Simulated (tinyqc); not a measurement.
Reverse leakage of an n+-p junction: diffusion, generation, trap-assisted and band-to-band tunnelling: leakage components against the SRH lifetime of both carriers at zero field.

One-sided abrupt junction in the depletion approximation, x from the junction (0) to W on the p side, field F = F0 (1 - x/W). Flat quasi-Fermi levels, long p side. Traps generate through SRH with both lifetimes shortened by 1 + Gamma (Hurkx enhancement, form for moderate fields); band-to-band generation is local and needs a total bending above Eg.

ni = sqrt(Nc Nv) exp(-Eg/(2 Vt)), Eg in volts; Vbi = Vt ln(Na Nd/ni^2); W = sqrt(2 eps0 eps_r (Vbi + VR)/(q Na)); F0 = 2 (Vbi + VR)/W; FG = sqrt(24 mt m0 (kB T)^3)/(q hbar); J_diff = q ni^2 sqrt(Dn/tau)(1 - exp(-VR/Vt))/Na. u = (Vbi + VR)(1 - x/W)^2, p = Na exp(-u/Vt), n = Nd exp((u - Vbi - VR)/Vt); G0 = ni^2 (1 - exp(-VR/Vt))/(tau (n + p + 2 ni cosh(Et/Vt))); Gamma = 2 sqrt(3 pi)(F/FG) exp((F/FG)^2); trap-assisted part G0 Gamma; G_bb = Ab F^2.5 exp(-Bb/F) with F in V/cm, zero unless Vbi + VR > Eg. Currents are q times the integrals over 0 to W; J_bb under 1e-8 of J is printed as 0; rows with F0/FG above 2.2, beyond the range of this Gamma, are left out.

Values chosen for this exercise; band and dielectric values close to those of silicon:

| symbol | value | unit | meaning |
|---|---|---|---|
| T | 300 | K | temperature |
| Eg | 1.11 | eV | band gap |
| eps_r | 11.5 |  | relative permittivity |
| Nc | 2.85e19 | cm^-3 | conduction-band density of states at T |
| Nv | 2.61e19 | cm^-3 | valence-band density of states at T |
| Na | 1.5e16 | cm^-3 | acceptor density of the lighter side |
| Nd | 5e19 | cm^-3 | donor density of the heavier side |
| Et | 0 | eV | trap level above the intrinsic level |
| mt | 0.27 | m0 | tunnelling mass |
| Dn | 3.2 | cm^2/s | electron diffusion coefficient on the lighter side |
| Ab | 3.5e14 | cm^-0.5 V^-2.5 s^-1 | band-to-band prefactor |
| Bb | 1.87e7 | V/cm | band-to-band field constant |
| VR | 1.3 | V | reverse bias |

Constants: q = 1.602176634e-19 C, kB = 1.380649e-23 J/K, hbar = 1.054571817e-34 J s, m0 = 9.1093837015e-31 kg, Vt = kB T/q, eps0 = 8.8541878128e-14 F/cm where lengths are in cm. Results are converted to the units shown.

The same in every row: F0 (kV/cm) = 103; F0/FG = 0.268; J_bb (A/cm^2) = 0.

Leakage components against the SRH lifetime of both carriers at zero field:
```
tau (s)  J_diff (A/cm^2)  J_SRH (A/cm^2)  J_TAT (A/cm^2)  J (A/cm^2)              largest part
1e-10           3.20e-10         2.15e-4         2.29e-4     4.44e-4  trap-assisted tunnelling
1e-9            1.01e-10         2.15e-5         2.29e-5     4.44e-5  trap-assisted tunnelling
1e-8            3.20e-11         2.15e-6         2.29e-6     4.44e-6  trap-assisted tunnelling
1e-7            1.01e-11         2.15e-7         2.29e-7     4.44e-7  trap-assisted tunnelling
1e-6            3.20e-12         2.15e-8         2.29e-8     4.44e-8  trap-assisted tunnelling
1e-5            1.01e-12         2.15e-9         2.29e-9     4.44e-9  trap-assisted tunnelling
0.0001          3.20e-13        2.15e-10        2.29e-10    4.44e-10  trap-assisted tunnelling
```

J falls from 4.44e-4 to 4.44e-10 A/cm^2. Trap-assisted tunnelling leads at tau = 1e-10 and in all other rows. J_SRH and J_TAT go as 1/tau and J_diff as tau^(-1/2); J_bb does not depend on it.

Range of the model: The n+ side is degenerate, so Vbi from Boltzmann statistics is only a guide.

tinyqc, about 0.01 s, one thread, Intel Xeon 2.30GHz (shared host): `OMP_NUM_THREADS=1 python tinyqc.py 2290047 2290048 out.jsonl`
